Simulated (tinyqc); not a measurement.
Square on-chip spiral inductor, lumped pi model: two steps of the calculation.

Outer diameter do = di + 2 n wd + 2 (n - 1) sp, mean da = (do + di)/2, fill p = (do - di)/(do + di), length l = 4 n da. L = 2.34 mu0 n^2 da/(1 + 2.75 p), mu0 = 4 pi 1e-7 H/m. Rs = rho l/(wd delta (1 - exp(-th/delta))), delta = sqrt(rho/(pi f mu0)). Cs = n wd^2 eps0 eo/hu across the coil. At each end Cox = l wd eps0 eo/(2 ho) leads to the substrate branch Rsi = 2 rs he/(l wd) in parallel with Csi = l wd eps0 11.7/(2 he). With one end grounded Y = 1/(Rs + i w L) + i w Cs + 1/[1/(i w Cox) + 1/(1/Rsi + i w Csi)], w = 2 pi f; Q = -Im Y/Re Y. Eddy currents in neighbouring turns and in the substrate are left out.

Inputs (values chosen for the exercise); values of the order met in silicon radio-frequency processes: number of turns n = 2.5; line width wd = 20 um; space between turns sp = 1.5 um; inner diameter di = 40 um; metal thickness th = 4 um; metal resistivity rho = 1.9 uohm cm; oxide below the coil ho = 4.9 um; oxide between coil and underpass hu = 1 um; relative permittivity of the oxide eo = 3; substrate resistivity rs = 100 ohm cm; effective spreading depth in the substrate he = 50 um; frequency f = 8.9 GHz.

Constants: eps0 = 8.8541878128e-12 F/m. Results are converted to the units shown.

Task 1. Geometry and model elements. do, l, L, delta, Rs, Cs, Cox, Rsi and Csi as defined.

Wanted: do; l; L; delta; Rs; Cs; Cox; Rsi; Csi.

Result 1.

do = 144.5 um
l = 922.5 um
L = 0.6629 nH
delta = 0.7354 um
Rs = 1.197 ohm
Cs = 26.56 fF
Cox = 50.01 fF
Rsi = 5420 ohm
Csi = 19.11 fF

Task 2. Admittance, quality factor and apparent inductance. Series branch 1/(Rs + i w L), substrate branch, total Y, Q = -Im Y/Re Y, apparent inductance Im(1/Y)/w, metal-only value w L/Rs, share of the loss in the substrate Re(substrate branch)/Re Y.

L = 0.66289007 nH
Rs = 1.1969548 ohm
Cs = 26.562563 fF
Cox = 50.008091 fF
Rsi = 5420.0542 ohm
Csi = 19.113093 fF

Wanted: series branch; substrate branch; Y; Q; apparent inductance; w L/Rs; share of the loss in the substrate.

Result 2.

series branch = 0.870-26.949i mS
substrate branch = 0.09635+0.77787i mS
Y = 0.967-24.685i mS
Q = 25.540
apparent inductance = 0.72331 nH
w L/Rs = 30.969
share of the loss in the substrate = 9.9691 %

Q is 82.5 % of the metal-only value.

Numbers from tinyqc (`OMP_NUM_THREADS=1 python tinyqc.py 2302053 2302054 out.jsonl`; about 0.01 s on one thread of a shared Intel Xeon 2.30GHz).
